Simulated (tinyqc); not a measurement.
One-electron ion in a basis of Gaussians, step by step. One step of it, computed by the program tinyqc.

Problem. Generalised eigenproblem. Solve H C = S C e through S^(-1/2); each column has its largest component positive (the first on a tie).

H = T + V (hartree), lower triangle:
```
           1          2          3         4          5           6
1  -0.729542
2  -0.660135  -1.013469
3  -0.362817  -0.909668  -0.287768
4  -0.153616  -0.593185  -0.216483  6.257902
5  -0.058563  -0.278399  -0.673115  5.865112  39.447501
6  -0.021475  -0.111396  -0.446809  0.663165  36.559640  185.146826
```

S, lower triangle:
```
          1         2         3         4         5         6
1  1.000000
2  0.577512  1.000000
3  0.155955  0.577598  1.000000
4  0.031379  0.155914  0.577410  1.000000
5  0.005799  0.031371  0.155847  0.577429  1.000000
6  0.001049  0.005800  0.031368  0.155906  0.577558  1.000000
```

Give: eigenvalues of S; eigenvalues; coefficients.

Solution.

eigenvalues of S: 0.1449  0.2849  0.5687  1.0412  1.6765  2.2837

eigenvalues (hartree): -1.1221  -0.4880  0.9466  10.2837  54.2036  247.9724

coefficients:
```
        1        2        3        4        5        6
1  0.1522   1.1564  -0.5073  -0.1438   0.0515  -0.0199
2  0.7355  -0.5880   1.2208   0.4512  -0.1626   0.0625
3  0.2532  -0.1893  -1.2165  -1.0279   0.4103  -0.1564
4  0.0264  -0.0174  -0.0049   1.3395  -0.9425   0.3805
5  0.0033  -0.0023  -0.0172  -0.0875   1.3543  -0.8764
6  0.0002  -0.0001   0.0009   0.0184  -0.1042   1.2768
```

For Z = 3 and l = 1 the exact lowest level is -Z^2/(2 n^2) with n = l + 1: -1.125000 hartree.
